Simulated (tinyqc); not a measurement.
Two-valley model of the transferred-electron effect: one step, computed by the program tinyqc. Command: `OMP_NUM_THREADS=1 python tinyqc.py 3028438 3028439 out.jsonl gunn walk`. One thread of a shared host (Intel(R) Xeon(R) Processor @ 2.30GHz), about 0.01 s of CPU time with the checks.

Both kinds of valley share one electron temperature T_e, and each has a constant mobility.

Problem. Equilibrium. Density-of-states ratio R = Z (m2/m1)^(3/2); n2/n1 = R exp(-dE/(k_B T_e)); mean mobility mu = (mu1 + mu2 n2/n1)/(1 + n2/n1); energy balance e mu F^2 = (3/2) k_B (T_e - T)/tau_E; v = mu F.

Inputs (values chosen for the exercise, modelled on CdTe): central-valley mass m1 = 0.098 m_0; satellite-valley mass m2 = 0.28 m_0; satellite valleys Z = 4; valley separation dE = 0.51 eV; central-valley mobility mu1 = 1000 cm^2/(V s); satellite-valley mobility mu2 = 89 cm^2/(V s); lattice temperature T = 77 K.

Solver: damped fixed point.

Constants: k_B = 8.617333262e-05 eV/K.

Give: R; n2/n1 without field; low-field mobility.

Solution.

R = 19.32

n2/n1 without field = 8.047e-33

low-field mobility = 1000 cm^2/(V s)

dE is 76.9 k_B T, so the satellites are empty without field.
